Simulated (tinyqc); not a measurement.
# Worked calculation: random telegraph noise from one oxide trap in a small MOSFET

tinyqc, about 0.01 s, one thread, Intel Xeon 2.30GHz (shared host): `OMP_NUM_THREADS=1 python tinyqc.py 2710086 2710087 out.jsonl` Printed values are rounded.

An acceptor-like trap exchanges electrons with the channel. Inversion charge Q = Cox u, u = n Vt W0(exp((Vg - VT)/(n Vt))), W0 the Lambert function, n = nf, Cox = eps0 eox/tox; linear regime Id = (W/L) mu Q Vd. Relative to threshold the surface potential rises by Vt ln(u/u0) and the oxide voltage by the rest of Vg - VT, with u0 = n Vt W0(1).

Inputs (values chosen for the exercise); values of the order met in silicon transistors:
- T = 250 K (temperature)
- eox = 3.9 (relative permittivity of the gate insulator (close to silicon dioxide))
- tox = 1.4 nm (insulator thickness)
- xt = 0.17 nm (depth of the trap from the channel interface)
- E0 = -0.04 eV (trap level above the channel Fermi level at threshold)
- s0 = 7e-17 cm^2 (capture prefactor)
- EB = 0.36 eV (capture barrier (lattice relaxation))
- lt = 0.13 nm (tunnelling decay length)
- vth = 1.1e7 cm/s (thermal velocity)
- zi = 2.1 nm (thickness of the inversion layer)
- VT = 0.22 V (threshold voltage)
- nf = 1.1 (body factor)
- W = 28 nm (gate width)
- L = 21 nm (gate length)
- mu = 190 cm^2/(V s) (mobility)
- asc = 1e-15 V s (scattering coefficient of the charged trap)
- Vd = 0.05 V (drain voltage)
- Vg = 0.16 V (gate voltage)

Constants: q = 1.602176634e-19 C, kB = 1.380649e-23 J/K, Vt = kB T/q, eps0 = 8.8541878128e-14 F/cm where lengths are in cm. Results are converted to the units shown.

Range of the model: With fewer than ten electrons in the channel, current percolates around random dopants and traps, and real steps can be several times larger than this uniform estimate. VT is taken as given; short-channel effects and the uneven flow of current among few electrons are left out.

## Trap level, time constants and occupancy

N = Cox u/q; dpsi = Vt ln(u/u0); E = E0 - dpsi - (xt/tox)(Vg - VT - dpsi); capture time tc = 1/[(N/zi) vth s0 exp(-xt/lt - EB/Vt)]; emission time te = tc exp(-E/Vt); occupancy te/(tc + te).

u = 0.001750031 V
N = 2.694143e10 cm^-2
dpsi = -0.04391823 V
E = 0.005871021 eV
tc = 0.6768806 s
te = 0.5154155 s
occupancy = 0.4322882

The trap lies 0.27 Vt above the Fermi level, so it is empty most of the time.

## Step height

A = W L; threshold step dV = q (1 - xt/tox)/(Cox A); gm/Id = 1/(u + n Vt); relative step dI/I = (gm/Id) dV + asc mu/A. Id as defined.

electrons in the channel N A = 0.1584156
dV = 9.705655 mV
gm/Id = 39.29629 1/V
number part of dI/I = 38.13962 %
dI/I = 41.37091 %
Id = 0.05467558 uA
dI = 22.61978 nA

## Lorentzian spectrum

Spectrum S(f) = 4 dI^2/{(tc + te)[(1/tc + 1/te)^2 + (2 pi f)^2]}; corner fc = (1/tc + 1/te)/(2 pi); variance dI^2 tc te/(tc + te)^2. Give S at f = 0, at fc and at 10 fc.

fc = 0.5439196 Hz
S(0) = 1.469683e-16 A^2/Hz
S(fc) = 7.348415e-17 A^2/Hz
S(10 fc) = 1.455132e-18 A^2/Hz
rms current = 11.20570 nA

The rms value is 0.495 of the step; it reaches its largest share, 1/2, when tc = te.
